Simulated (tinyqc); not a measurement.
What moves the response: phonon-assisted absorption at an indirect gap.

alpha(E) = sum_j A_j [N_j (E - Eg + w_j)^2 + (N_j + 1)(E - Eg - w_j)^2], each bracket counted only where its base is positive; N_j = 1/(exp(w_j/kB T) - 1). The first term absorbs a phonon and the second emits one; excitons and direct transitions are left out.

Photodiode (Gaertner form with a dead layer): QE = (1 - R) exp(-alpha xj) [1 - exp(-alpha W)/(1 + alpha L)], R = ((nr - 1)/(nr + 1))^2; responsivity = QE/E in A/W for E in eV.

Constants: kB = 8.617333262e-05 eV/K.

Inputs chosen for the exercise (loosely those of SiGe at room temperature; Eg is not tied to T; the results hold for these values, not for the real material):
```
symbol  value         unit         meaning
Eg      0.964         eV           indirect gap, held fixed unless listed
w       (51.1, 15.3)  meV          two zone-edge phonons
A       (3500, 380)   1/(cm eV^2)  their strengths
T       200           K
E       0.981         eV           photon energy
nr      3.8                        refractive index
xj      0.27          micrometre   dead layer at the surface
W       6.7           micrometre   depleted width
L       5             micrometre   minority diffusion length below it
```

At the energy E.

Results for these values:
```
case  alpha (1/cm)      QE
base         1.162  0.0009
```

What happens to each result for L = 2.5 micrometre, all else kept?

Answer: alpha does not change at the printed digits; QE falls from 0.0009 to 0.0007.

The same for each parameter in turn:
```
case                  alpha (1/cm)      QE
base                         1.162  0.0009
Eg = 0.944 eV                2.508  0.0019
T = 250 K                    2.056  0.0016
W = 13.4 micrometre          1.162  0.0014
L = 2.5 micrometre           1.162  0.0007
xj = 0.54 micrometre         1.162  0.0009
nr = 3.99                    1.162  0.0009
```

Computed by tinyqc, a small Python program: `OMP_NUM_THREADS=1 python tinyqc.py 1650522 1650523 out.jsonl` (the numbers bound the seed that draws the inputs); one thread of a shared host (Intel(R) Xeon(R) Processor @ 2.30GHz), about 0.01 s for the whole set of steps.
